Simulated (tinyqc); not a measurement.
Worked calculation: Kane-Mele model of a buckled honeycomb layer in a normal field. Values are carried at full precision from step to step, so a last printed digit may differ when a step is redone from the rounded ones.

Sublattices A and B lie at +/-b, so the field gives them the energies +/-D, D = e b Ez (in eV for b in angstrom and Ez in V/angstrom); 2 lam is the gap at zero field. Near the valleys tau = +/-1, for spin sz = +/-1: H = hbar v (tau qx sx + qy sy) + m sz_AB with m = D - tau sz lam, hbar v = (sqrt3/2) a t. On the lattice the spin-orbit term is the second-neighbour hopping i (lam/3 sqrt3) nu sz, nu = +/-1 by the sense of the turn. The filled band of one cone contributes tau sign(m)/2 to the Chern number, in the sense Omega = curl of i<u|grad u>. Rashba terms are left out.

Constants: hbar^2/2m0 = 3.80998211 eV angstrom^2.

Values chosen for the exercise (of the size used for silicene; not measured data): a = 3.88 angstrom (lattice constant); t = 1.67 eV (hopping); lam = 0.0032 eV (spin-orbit half gap); b = 0.25 angstrom (half the buckling height); Ez = 0.0054 V/angstrom (normal field at the atoms, after screening; 0.01 is 1 MV/cm, and gates reach some 0.05); q = 0.028 1/angstrom (distance from K along x).

## The four Dirac masses

Form D, hbar v, and for each flavour m, the gap 2|m|, the band mass 2c|m|/(hbar v)^2 with c = hbar^2/2m0, and the share of the Chern number.

D = 1.350 meV
hbar v = 5.6115 eV angstrom

Flavours:
```
tau  sz  m (meV)  gap (meV)  mass (m0)  share of C
1     1   -1.850      3.700    0.00045        -0.5
1    -1    4.550      9.100    0.00110         0.5
-1    1    4.550      9.100    0.00110        -0.5
-1   -1   -1.850      3.700    0.00045         0.5
```

## Invariants

C(up) and C(down) are the sums over valleys; spin Chern number (C(up) - C(down))/2; valley number, the sum for tau = +1 less that for tau = -1; Z2 index |C(up)| mod 2; critical field lam/b.

C(up), C(down): [-1, 1]

spin Chern number = -1
valley number = 0
Z2 = 1
critical field = 0.01280 V/angstrom

|D| < lam: the masses of one spin have opposite signs in the two valleys, a quantum spin Hall insulator.

## Levels and curvature at distance q

E = sqrt(m^2 + (hbar v q)^2); curvature of the filled band Omega = tau (hbar v)^2 m/(2 E^3).

At q:
```
tau  sz  E (meV)  Omega (angstrom^2)
1     1  157.133              -7.508
1    -1  157.188               18.45
-1    1  157.188              -18.45
-1   -1  157.133               7.508
```

In each valley the two spins differ by 0.055 meV, with opposite order in the other valley.

## Checks

- Curvature formula against a plaquette: both -7.508.

Run: tinyqc, `OMP_NUM_THREADS=1 python tinyqc.py 1451063 1451064 out.jsonl`; Intel(R) Xeon(R) Processor @ 2.30GHz, one thread, shared host; about 0.01 s of CPU time with all checks.
